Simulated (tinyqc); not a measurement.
Inside a calculation. Method: inverse iteration on a symmetric matrix. Computed by tinyqc, a small Python program that keeps every step. Settings: method = inverse, shift = 1.44. Command: `OMP_NUM_THREADS=1 python tinyqc.py 29828 29829 out.jsonl` (the two numbers bound the seeds that draw the settings). One thread of a shared host (Intel(R) Xeon(R) Processor @ 2.60GHz), about 0.01 s of CPU time with the checks.

## Step 1

A, lower triangle:
```
          1         2        3
1   1.02200
2  -0.62200   1.51600
3  -0.96800  -0.71300  2.45900
```

vector v at the start: 0.57735  0.57735  0.57735

shift = 1.44000

solve (A - shift) w = v; v' = w/|w| with its largest component positive (the first on a tie); lambda = v'^T A v'.

vector after step 1: 0.94626  0.17789  0.27007

Rayleigh quotient after step 1 = 0.36977

## Step 2

As before.

vector after step 2: -0.02775  0.93008  0.36632

Rayleigh quotient after step 2 = 1.20810

## Step 3

As before.

vector after step 3: 0.76702  -0.63866  0.06161

Rayleigh quotient after step 3 = 1.80296

## Course of the iteration

Stop when the residual |A v - lambda v| is below 1e-9.

Steps:
```
step     lambda  residual
1     0.3697653  7.89e-01
2     1.2081031  9.46e-01
3     1.8029645  4.93e-01
4     1.9196316  1.83e-01
5     1.9348071  6.39e-02
6     1.9366590  2.22e-02
7     1.9368831  7.72e-03
8     1.9369102  2.68e-03
9     1.9369135  9.33e-04
10    1.9369139  3.24e-04
11    1.9369139  1.13e-04
12    1.9369139  3.91e-05
13    1.9369139  1.36e-05
14    1.9369139  4.73e-06
15    1.9369139  1.64e-06
16    1.9369139  5.71e-07
17    1.9369139  1.98e-07
18    1.9369139  6.89e-08
19    1.9369139  2.39e-08
20    1.9369139  8.32e-09
21    1.9369139  2.89e-09
22    1.9369139  1.01e-09
23    1.9369139  3.49e-10
```

all eigenvalues, for comparison: 0.01013  1.93691  3.04996

Converged in 23 steps.
